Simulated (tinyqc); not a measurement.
Inside a calculation. Model: self-heating of a transistor with one or more fingers, with temperature-dependent conductivity. Computed by tinyqc, a small Python program that keeps every step. Command: `OMP_NUM_THREADS=1 python tinyqc.py 3022878 3022879 out.jsonl selfheat walk`. One thread of a shared host (Intel(R) Xeon(R) Processor @ 2.30GHz), about 0.08 s of CPU time with the checks. Intermediate numbers are printed to about 6 digits and carried at full precision; extremes and crossings named in words are read from the listed rows.

N long parallel fingers lie on the top face of a slab whose bottom is held at T_0; the top is otherwise insulated, and heat flows in two dimensions. P in W/mm is 1000 P in W/m.

Inputs (values chosen for the exercise, modelled on gallium nitride):
```
quantity                                      value           unit
conductivity at the base temperature kappa_0    187        W/(m K)
exponent m in kappa ~ T^-m                     1.51              -
base temperature T_0                            298              K
power per gate width P                         0.92           W/mm
fingers N                                         1              -
finger pitch s                                  9.2     micrometre
width of the heat source w                     0.11     micrometre
substrate thickness t                           340     micrometre
phonon free path Lambda                         110             nm
heat capacity C                                3.07  1e6 J/(m^3 K)
pulse length                                   0.23    microsecond
power coefficient beta                          0.7         1e-3/K
```

Power: power rises with temperature.

## Geometry factors

A line source of power P on the top face raises the top at distance x by (P/(pi kappa_0)) g(x), g(x) = -ln tanh(pi x/(4 t)) (the image sum for the slab). On a strip of width w the centre sees the mean of g over the strip, g_0 = 1 + ln(8 t/(pi w)) for w much below t.

own factor g_0 = 9.97093

g(j s), j = 1..7: 3.85146  3.15876  2.75405  2.46742  2.24562  2.06495  1.91274

## Linear temperature rise of each finger

theta_i = (P/(pi kappa_0)) [g_0 + sum over j != i of g(|i - j| s)], with equal powers and constant conductivity; thermal resistance = largest theta/P.

theta of each finger (K): 15.6146

largest theta = 15.6146 K

thermal resistance = 16.9724 K mm/W

Caution: the source is narrower than two phonon free paths, so the Fourier result understates the rise at the source.

## Correction for the falling conductivity

Kirchhoff transformation for kappa = kappa_0 (T/T_0)^-m: T = T_0 [1 - (m - 1) theta/T_0]^(-1/(m - 1)), where theta is the linear rise. The bracket vanishes at the power P T_0/((m - 1) theta).

peak temperature = 314.255 K

true rise = 16.2549 K

true rise / linear rise = 1.04100

power at which the formula diverges = 34.4272 W/mm

The falling conductivity adds 4.1 % to the rise.

## Extra rise from ballistic phonons

Near a source smaller than the free path, Fourier's law overstates the flow. Rough estimate: a strip that emits phonons into a half space adds a resistance times area of 4 Lambda/(3 kappa_0), from the ballistic flux C v Delta T/4 with kappa_0 = C v Lambda/3, so Delta T_b = 4 Lambda P/(3 kappa_0 w); Knudsen number Lambda/w.

Knudsen number = 1

ballistic rise Delta T_b = 6.55971 K

Delta T_b / largest theta = 0.420100

The ballistic term is a large share: this rough estimate calls for a transport calculation.

## Electrothermal feedback

The power follows P [1 + beta (T - T_0)] with T the peak temperature, for all fingers alike. Start at T_0 and repeat; stop when T changes by less than 1e-6 K, after 50 steps, or when the bracket falls below 0.05.

Iterations:
```
step  power (W/mm)    T (K)   change (K)
1         0.920000  314.255  1.62549e+01
2         0.930468  314.448  1.92595e-01
3         0.930592  314.450  2.28301e-03
4         0.930594  314.450  2.70629e-05
5         0.930594  314.450  3.20805e-07
```

converged (1 yes, 0 no) = 1

peak temperature with feedback = 314.450 K

Converged in 5 steps; feedback adds 0.2 K.

## Rise at the end of a pulse

After switching on, theta(tau) = (P D/kappa_0) int_0^tau X(u) Z(u) du at the hottest finger, D = kappa_0/C; X = sum over fingers at distance x of [erf((x + w/2)/r) - erf((x - w/2)/r)]/(2 w), Z = sum_(j=-200..200) (-1)^j exp(-(2 j t/r)^2)/sqrt(pi D u), r = 2 sqrt(D u); trapezoid rule on 300 points evenly spaced in ln u from u_0 = 1e-3 min(tau, w^2/D) to tau, plus the exact piece 2 sqrt(u_0/(pi D))/w below u_0. Conductivity and power are held at their base values here, and Fourier's law is used even where the diffusion length is near a phonon free path.

diffusivity D = 60.9121 micrometre^2/microsecond

diffusion length sqrt(D tau) = 3.74296 micrometre

linear rise after the pulse = 8.8086 K

share of the steady rise = 0.5641

## Rise against time

The formulas are those given above.

Heating curve:
```
time (microsecond)  sqrt(D time) (micrometre)  rise (K)  share of the steady rise
0.0019                               0.340195    5.0548                    0.3237
0.019                                 1.07579    6.8562                    0.4391
0.19                                  3.40195     8.659                    0.5545
1.9                                   10.7579    10.462                      0.67
19                                    34.0195    12.265                    0.7855
95                                    76.0700    13.525                    0.8662
380                                   152.140    14.609                    0.9356
1100                                  258.850     15.33                    0.9818
2800                                  412.982    15.593                    0.9986
```

Half the steady rise is reached between 0.019 and 0.19 microseconds, and the last row holds 99.9 % of it; the slowest time constant is 4 t^2/(pi^2 D) = 769 microseconds. While the diffusion length lies between w and the pitch or thickness, the rise grows as the logarithm of time.

Checks made by the program: g(s) against the alternating image sum (relative difference 3e-07); Kirchhoff integral of kappa/kappa_0 from T_0 to T (relative difference below 1e-10); long-time limit against the steady rise (relative difference 8e-06).
